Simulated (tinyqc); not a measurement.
Six-band k.p model of the valence band of a wurtzite crystal: one step. Levels and weights. Five cases, with inputs chosen for the exercise.

Problem. H is one of the two 3 x 3 blocks into which the six-band matrix falls, in the basis HH, LH, CH of the unmixed zone-centre states. Diagonalise it.

Case 1.

H(k) (eV), rows HH, LH, CH and columns alike:
$$\begin{pmatrix}
-0.076366 & -0.077030 & 0 \\
-0.077030 & -0.088166 & 0.008344 \\
0 & 0.008344 & 0.092914
\end{pmatrix}$$

Case 2.

H(k) (eV), rows HH, LH, CH and columns alike:
$$\begin{pmatrix}
0.077826 & -0.001005 & 0 \\
-0.001005 & 0.073093 & 0.003347 \\
0 & 0.003347 & -0.103613
\end{pmatrix}$$

Case 3.

H(k) (eV), rows HH, LH, CH and columns alike:
$$\begin{pmatrix}
-0.001308 & -0.030636 & 0.042620i \\
-0.030636 & -0.013108 & 0.008344+0.042620i \\
-0.042620i & 0.008344-0.042620i & 0.257184
\end{pmatrix}$$

Case 4.

H(k) (eV), rows HH, LH, CH and columns alike:
$$\begin{pmatrix}
0.009759 & -0.019421 & 0 \\
-0.019421 & -0.001241 & 0.007778 \\
0 & 0.007778 & -0.053759
\end{pmatrix}$$

Case 5.

H(k) (eV), rows HH, LH, CH and columns alike:
$$\begin{pmatrix}
0.063554 & -0.001992 & 0 \\
-0.001992 & 0.059020 & 0.003206 \\
0 & 0.003206 & -0.015429
\end{pmatrix}$$

Give: levels from the top; weights.

Solution.

Case 1.

levels from the top (eV): [0.0934, -0.0053, -0.1597]

weights, rows HH, LH, CH; columns top, second, third:
$$\begin{pmatrix}
0.001 & 0.539 & 0.461 \\
0.003 & 0.458 & 0.539 \\
0.996 & 0.003 & 0.001
\end{pmatrix}$$

Case 2.

levels from the top (eV): [0.0780, 0.0729, -0.1037]

weights, rows HH, LH, CH; columns top, second, third:
$$\begin{pmatrix}
0.959 & 0.041 & 0.000 \\
0.041 & 0.959 & 0.000 \\
0.000 & 0.000 & 1.000
\end{pmatrix}$$

Case 3.

levels from the top (eV): [0.2693, 0.0238, -0.0503]

weights, rows HH, LH, CH; columns top, second, third:
$$\begin{pmatrix}
0.019 & 0.577 & 0.403 \\
0.019 & 0.422 & 0.559 \\
0.962 & 0.001 & 0.037
\end{pmatrix}$$

Case 4.

levels from the top (eV): [0.0247, -0.0149, -0.0550]

weights, rows HH, LH, CH; columns top, second, third:
$$\begin{pmatrix}
0.625 & 0.373 & 0.002 \\
0.371 & 0.603 & 0.026 \\
0.004 & 0.024 & 0.972
\end{pmatrix}$$

Case 5.

levels from the top (eV): [0.0643, 0.0584, -0.0156]

weights, rows HH, LH, CH; columns top, second, third:
$$\begin{pmatrix}
0.871 & 0.129 & 0.000 \\
0.129 & 0.869 & 0.002 \\
0.000 & 0.002 & 0.998
\end{pmatrix}$$

Computed by tinyqc, one run a case: `OMP_NUM_THREADS=1 python tinyqc.py N N+1 out.jsonl` with N = 1051368, 1051417, 1080187, 1080193, 1080264; one thread of a shared Intel(R) Xeon(R) Processor @ 2.30GHz, about 0.01 s a run at most.
